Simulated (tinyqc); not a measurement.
Floating body of a partially depleted SOI transistor: body voltage and kink: two steps of the calculation.

Source at 0 V. Channel current Ic = 2 nf K Vt^2 [F(0) - F(Vd)](1 + la Vd), F(V) = ln^2(1 + exp((Vg - VT - nf V)/(2 nf Vt))), VT = VT0 - gb Vb. Saturation voltage Vs = 2 Vt sqrt(F(0)) + 3 Vt, excess Ve = (Vd - Vs + sqrt((Vd - Vs)^2 + 0.0004 V^2))/2, multiplication M1 = Ai Ve exp(-Bl/Ve). Each junction passes D(v) = J1 (exp(v/Vt) - 1) + J2 (exp(v/(2 Vt)) - 1). Bipolar current Ib = bb J1 (exp(Vb/Vt) - 1). The body settles where M1 (Ic + Ib) = D(Vb) + D(Vb - Vd) + Vb/Rb; drain current Id = (1 + M1)(Ic + Ib) - D(Vb - Vd).

Values chosen for this exercise; values of the order met in partially depleted silicon-on-insulator transistors:
```
symbol,value,unit,meaning
T,300,K,temperature
VT0,0.35,V,threshold at zero body voltage
gb,0.3,,fall of the threshold per volt of body voltage
nf,1.44,,slope factor
K,440,uA/(V^2 um),gain factor per width
la,0.07,1/V,channel-length modulation factor
Ai,3.21,1/V,impact-ionisation prefactor
Bl,4.2,V,impact-ionisation voltage
J1,3.2e-13,uA/um,diffusion saturation current of each junction
J2,2e-8,uA/um,recombination saturation current of each junction
bb,3,,gain of the lateral bipolar transistor on the diffusion current
Rb,1e9,kohm um,"resistance of a weak body tie to the source (1e9 stands for no tie, and the term is then dropped)"
Vg,0.75,V,gate voltage
Vd,2,V,drain voltage
```

Constants: q = 1.602176634e-19 C, kB = 1.380649e-23 J/K, Vt = kB T/q. Results are converted to the units shown.

Question 1. New Vb. Current into the body I_in = M1 (Ic + Ib) - D(Vb - Vd), current out I_out = D(Vb) + Vb/Rb; f = ln(I_in/I_out), s = df/dVb by central differences over 1e-5 V, Vb(new) = Vb - f/s.

Vb after iteration 1 = 0.83306659 V

Find: Ic; Ve; M1; I_in; I_out; f; s; Vb after iteration 2.

Answer 1.

Ic = 73.57 uA/um
Ve = 1.471 V
M1 = 0.2718
I_in = 45.79 uA/um
I_out = 31.83 uA/um
f = 0.3638
s = -16.92 1/V
Vb after iteration 2 = 0.8546 V

Question 2. Drain current with floating and with grounded body. Id and VT at the converged Vb, Id at Vb = 0, their ratio, and the bipolar share Ib/(Ic + Ib).

converged Vb = 0.86294994 V

Wanted: VT; Id, floating; Id, grounded; ratio; bipolar share.

Answer 2.

VT = 0.09112 V
Id, floating = 477.9 uA/um
Id, grounded = 39.37 uA/um
ratio = 12.14
bipolar share = 79.95 %

The body rises to 0.863 V and lowers the threshold by 259 mV.

Range of the model: The multiplication law is an empirical form chosen for the exercise; self-heating and capacitive coupling to the body are left out, and the linear laws are rough once Vb passes about 0.7 V or M1 about 0.1.

Computed by the program tinyqc: `OMP_NUM_THREADS=1 python tinyqc.py 2182216 2182217 out.jsonl`, one thread of a shared Intel Xeon 2.30GHz, about 0.1 s for the whole run.
